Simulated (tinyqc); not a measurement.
MOS capacitor on an n-type substrate, surface potential from the exact charge relation: one step of the calculation.

Uniform n-type substrate, Boltzmann statistics, full ionisation, classical densities. psi is the surface potential against the body (positive when the bands bend down) and u = -psi/Vt. Traps are spread evenly over the gap and neutral at flat band, so their charge is -q Dit psi; the minority quasi-Fermi level is shifted by Vb.

Problem. Flat band, threshold and scales. ni = sqrt(Nc Nv) exp(-Eg/(2 Vt)), Eg in volts; phiF = Vt ln(N/ni); Cox = eps0 eox/tox; Vfb = phiM - chi - Vt ln(Nc/N) - q Nf/Cox; Q0 = sqrt(2 eps0 eps_r q N Vt); r = (ni/N)^2 exp(-Vb/Vt); VT = Vfb - [(2 phiF + Vb)(1 + q Dit/Cox) + sqrt(2 eps0 eps_r q N (2 phiF + Vb))/Cox].

Inputs (values chosen for the exercise); band and dielectric values close to those of gallium arsenide:
```
symbol    value         unit                                                                 meaning
T           273            K                                                             temperature
Eg         1.39           eV                                                                band gap
eps_r        13                                                                relative permittivity
Nc      3.83e17        cm^-3                                  conduction-band density of states at T
Nv      7.77e18        cm^-3                                     valence-band density of states at T
chi        4.05           eV                                                       electron affinity
N          3e16        cm^-3                                          donor density of the substrate
eox        7.64               relative permittivity of the gate insulator (close to silicon nitride)
tox          11           nm                                                     insulator thickness
phiM       5.19           eV                                                      gate work function
Nf      -4.9e10        cm^-2                            fixed charge at the interface, in units of q
Dit           0  cm^-2 eV^-1                                              density of interface traps
Vb            0            V                    reverse bias of the inversion layer against the body
```

Constants: q = 1.602176634e-19 C, kB = 1.380649e-23 J/K, Vt = kB T/q, eps0 = 8.8541878128e-14 F/cm where lengths are in cm. Results are converted to the units shown.

Give: ni; phiF; Cox; Vfb; Q0; r; VT.

Solution.

ni = 2.5504e5 cm^-3
phiF = 0.59968 V
Cox = 0.61496 uF/cm^2
Vfb = 1.0929 V
Q0 = 16.134 nC/cm^2
r = 7.2272e-23
VT = -0.29384 V

Numbers from tinyqc (`OMP_NUM_THREADS=1 python tinyqc.py 2060059 2060060 out.jsonl`; about 0.01 s on one thread of a shared Intel Xeon 2.30GHz).
